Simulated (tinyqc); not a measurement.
Sp3 tight binding, zinc-blende lattice, step by step. Computed by tinyqc, a small Python program that keeps every step. Command: `OMP_NUM_THREADS=1 python tinyqc.py 28636 28637 out.jsonl` (the two numbers bound the seeds that draw the settings). One thread of a shared host (Intel(R) Xeon(R) Processor @ 2.60GHz), about 0.01 s of CPU time with the checks.

## Bloch Hamiltonian at k

Parameters chosen for this model: zinc-blende lattice, anion at 0, cation at a/4 (1,1,1); V = eta hbar^2 / (m d^2), hbar^2/m = 7.619964 eV angstrom^2:

| parameter | value | unit |
|---|---|---|
| a | 4.160000 | angstrom |
| d | 1.801333 | angstrom |
| Es anion | -16.120000 | eV |
| Ep anion | -6.910000 | eV |
| Es cation | -13.480000 | eV |
| Ep cation | -5.530000 | eV |
| eta ss | -1.320000 |  |
| eta sp | 1.420000 |  |
| eta pp sigma | 2.220000 |  |
| eta pp pi | -0.630000 |  |
| V ss | -3.099837 | eV |
| V sp | 3.334674 | eV |
| V pp sigma | 5.213363 | eV |
| V pp pi | -1.479468 | eV |

k point k (2 pi / a): 0.70000  0.12000  0.35000

Slater-Koster rules over the four bonds with direction cosines (l, m, n): ss V_ss; s-px l V_sp; px-s -l V_sp; px-px l^2 V_pps + (1 - l^2) V_ppp; px-py l m (V_pps - V_ppp); each times exp(i k.d).

H(k) at k (eV), lower triangle (Hermitian):
```
                    a s               a px               a py               a pz
a s           -16.12000
a px            0.00000           -6.91000
a py            0.00000            0.00000           -6.91000
a pz            0.00000            0.00000            0.00000           -6.91000
c s   -4.71466-1.08166i   0.34230+5.74696i   3.52174+0.55859i   1.09629+1.79442i
c px  -0.34230-5.74696i   1.14295+0.26222i  -1.27034-2.07931i  -4.08087-0.64727i
c py  -3.52174-0.55859i  -1.27034-2.07931i   1.14295+0.26222i  -0.39665-6.65938i
c pz  -1.09629-1.79442i  -4.08087-0.64727i  -0.39665-6.65938i   1.14295+0.26222i

            c s      c px      c py      c pz
c s   -13.48000
c px    0.00000  -5.53000
c py    0.00000   0.00000  -5.53000
c pz    0.00000   0.00000   0.00000  -5.53000
```

## Levels at k

Diagonalise the Hermitian matrix.

eigenvalues (eV): -22.50663  -16.93983  -14.50854  -13.45990  -2.58443  -1.08182  1.33879  2.82235

weights |c|^2 of the basis functions:
```
       band 1   band 2   band 3   band 4   band 5   band 6   band 7   band 8
a s   0.54947  0.15975  0.02579  0.01448  0.17103  0.06528  0.00379  0.01041
a px  0.03953  0.12138  0.08722  0.16326  0.19909  0.27222  0.01569  0.10160
a py  0.00385  0.12418  0.28550  0.06658  0.12244  0.06164  0.16606  0.16977
a pz  0.00597  0.09248  0.13801  0.30109  0.00466  0.00901  0.26872  0.18005
c s   0.31847  0.27781  0.04053  0.02087  0.28239  0.04370  0.00422  0.01202
c px  0.06108  0.05697  0.07333  0.12757  0.12026  0.42349  0.01879  0.11851
c py  0.01131  0.10889  0.20230  0.07088  0.09657  0.11081  0.20161  0.19764
c pz  0.01033  0.05853  0.14733  0.23528  0.00356  0.01385  0.32111  0.21000
```

## Bloch Hamiltonian at X

k point X (2 pi / a): 1  0  0

As before.

H(k) at X (eV), lower triangle (Hermitian):
```
                   a s              a px              a py              a pz
a s          -16.12000
a px           0.00000          -6.91000
a py           0.00000           0.00000          -6.91000
a pz           0.00000           0.00000           0.00000          -6.91000
c s            0.00000  0.00000+7.70110i           0.00000           0.00000
c px  0.00000-7.70110i           0.00000           0.00000           0.00000
c py           0.00000           0.00000           0.00000  0.00000-8.92377i
c pz           0.00000           0.00000  0.00000-8.92377i           0.00000

            c s      c px      c py      c pz
c s   -13.48000
c px    0.00000  -5.53000
c py    0.00000   0.00000  -5.53000
c pz    0.00000   0.00000   0.00000  -5.53000
```

## Levels at X

As before.

eigenvalues (eV): -20.17080  -18.56746  -15.17041  -15.17041  -1.82254  -1.47920  2.73041  2.73041

## Bands along a path

The same steps at evenly spaced points between the labelled ones.

Bands along the path (eV):

| k | band 1 | band 2 | band 3 | band 4 | band 5 | band 6 | band 7 | band 8 |
|---|---|---|---|---|---|---|---|---|
| L | -22.98815 | -18.20758 | -12.22461 | -12.22461 | -3.92188 | -0.21539 | -0.21539 | 3.07761 |
| L-G 0.33 | -24.59547 | -15.91039 | -11.64397 | -11.64397 | -3.57124 | -0.79603 | -0.79603 | 2.03709 |
| L-G 0.67 | -26.52964 | -11.93945 | -10.23840 | -10.23840 | -2.91405 | -2.20160 | -2.20160 | -0.65686 |
| G | -27.26941 | -9.30408 | -9.30408 | -9.30408 | -3.13592 | -3.13592 | -3.13592 | -2.33059 |
| G-X 0.33 | -26.27180 | -11.43163 | -11.43163 | -11.01247 | -2.91597 | -1.83976 | -1.00837 | -1.00837 |
| G-X 0.67 | -23.49481 | -14.82787 | -14.12318 | -14.12318 | -2.31871 | -1.39861 | 1.68318 | 1.68318 |
| X | -20.17080 | -18.56746 | -15.17041 | -15.17041 | -1.82254 | -1.47920 | 2.73041 | 2.73041 |
| X-W 0.33 | -20.17080 | -18.56746 | -15.17041 | -15.17041 | -1.82254 | -1.47920 | 2.73041 | 2.73041 |
| X-W 0.67 | -20.17080 | -18.56746 | -15.17041 | -15.17041 | -1.82254 | -1.47920 | 2.73041 | 2.73041 |
| W | -20.17080 | -18.56746 | -15.17041 | -15.17041 | -1.82254 | -1.47920 | 2.73041 | 2.73041 |

With 4 band(s) filled, the highest filled level on these points lies at G and the lowest empty one at L: a gap of 5.3822 eV, indirect.
